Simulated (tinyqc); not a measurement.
# Tail temperature from the power law

Question. When tail states hold most of the charge, the linear current goes as I = A (Vg - VT)^g with g = 2 Tt/T - 1. Find g, Tt and the tail width kB Tt.

Values chosen for this exercise:
- T = 250 K (temperature)

Constants: q = 1.602176634e-19 C, kB = 1.380649e-23 J/K, Vt = kB T/q. Results are converted to the units shown.

I at Vg - VT = 2.4 and 3.6 V (nA): [230.32991, 544.08130]

Answer. g is the slope of ln I against ln(Vg - VT).

g = 2.120
Tt = 390.0 K
kB Tt = 33.61 meV

Program tinyqc, `OMP_NUM_THREADS=1 python tinyqc.py 2610131 2610132 out.jsonl`; Intel Xeon 2.30GHz, shared host, one thread, about 0.01 s.
